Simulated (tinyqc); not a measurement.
Two-valley model of the transferred-electron effect: one step, computed by the program tinyqc. Command: `OMP_NUM_THREADS=1 python tinyqc.py 3028329 3028330 out.jsonl gunn walk`. One thread of a shared host (Intel(R) Xeon(R) Processor @ 2.30GHz), about 0.01 s of CPU time with the checks.

Both kinds of valley share one electron temperature T_e, and each has a constant mobility.

Question. Equilibrium. Density-of-states ratio R = Z (m2/m1)^(3/2); n2/n1 = R exp(-dE/(k_B T_e)); mean mobility mu = (mu1 + mu2 n2/n1)/(1 + n2/n1); energy balance e mu F^2 = (3/2) k_B (T_e - T)/tau_E; v = mu F.

Inputs (values chosen for the exercise, for a model semiconductor):
```
quantity,value,unit
central-valley mass m1,0.046,m_0
satellite-valley mass m2,0.58,m_0
satellite valleys Z,4,-
valley separation dE,0.65,eV
central-valley mobility mu1,1300,cm^2/(V s)
satellite-valley mobility mu2,56,cm^2/(V s)
lattice temperature T,200,K
```

Solver: bisection.

Constants: k_B = 8.617333262e-05 eV/K.

Give: R; n2/n1 without field; low-field mobility.

Answer.

R = 179.09

n2/n1 without field = 7.4780e-15

low-field mobility = 1300 cm^2/(V s)

dE is 37.7 k_B T, so the satellites are empty without field.
